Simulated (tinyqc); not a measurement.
Grain-boundary trapping model (Seto) of a polycrystalline semiconductor film: one step, computed by the program tinyqc.

Grains of equal size L are joined by thin boundaries with one trap level. Trapped carriers deplete a width W on each side and raise a barrier, crossed by thermionic emission. Dopants are fully ionised, statistics are non-degenerate and mu_g does not depend on T.

Problem. Barrier. N_c(T) = N_c (T/300 K)^(3/2). Filled traps Q = Q_t/(1 + (1/2) exp((E_t* - E_F)/k_B T)), where E_t* = e V_B - E_t and E_F are counted from the band edge at the grain centre. Partial depletion: Q = 2 N W, V_B = e N W^2/(2 eps eps_0), E_F = k_B T ln(N/N_c); solve for W. If that W would exceed L/2 the grain is fully depleted: W = L/2, Q = N L, and E_F follows from the trap equation. Centre density n_0 = N_c exp(E_F/k_B T).

Inputs (values chosen for the exercise, modelled on polycrystalline ZnO): permittivity eps = 8.3; effective density of states at 300 K, N_c = 3.6e+18 1/cm^3; grain size L = 300 nm; trap density Q_t = 1.3e+12 1/cm^2; trap level E_t below the band edge = 0.33 eV; doping N = 2.7e+16 1/cm^3; temperature T = 400 K.

Grain interior: resistance included.

Constants: k_B = 8.617333262e-05 eV/K; e = 1.602176634e-19 C; eps_0 = 8.8541878128e-12 F/m.

Give: depletion width W; barrier V_B; E_F; centre density n_0.

Solution.

depletion width W = 81.124 nm

barrier V_B = 0.19369 V

E_F = -0.18353 eV

centre density n_0 = 2.70e+16 1/cm^3

The grain is partly depleted; 33.7 % of the traps are filled, and they hold 54.1 % of the carriers.
